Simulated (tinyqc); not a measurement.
Trap density from the barrier height.

Problem. In a partly depleted grain with all boundary traps filled, 2 N W = Qt and VB = q N W^2/(2 eps0 eps_r). Find Qt, W and the doping at which VB would equal Vt.

Parameters, values chosen for the exercise:
- T = 300 K (temperature)
- eps_r = 11.7 (relative permittivity)

Constants: q = 1.602176634e-19 C, kB = 1.380649e-23 J/K, Vt = kB T/q, eps0 = 8.8541878128e-14 F/cm where lengths are in cm. Results are converted to the units shown.

doping = 1.9e18 cm^-3
barrier height = 0.11080519 V

Solution. Eliminating W gives VB = q Qt^2/(8 eps0 eps_r N), which falls as 1/N.

Qt = 3.30e12 cm^-2
W = 8.68 nm
doping for VB = Vt = 8.14e18 cm^-3

Computed by the program tinyqc: `OMP_NUM_THREADS=1 python tinyqc.py 2830247 2830248 out.jsonl`, one thread of a shared Intel Xeon 2.30GHz, about 0.01 s for the whole run.
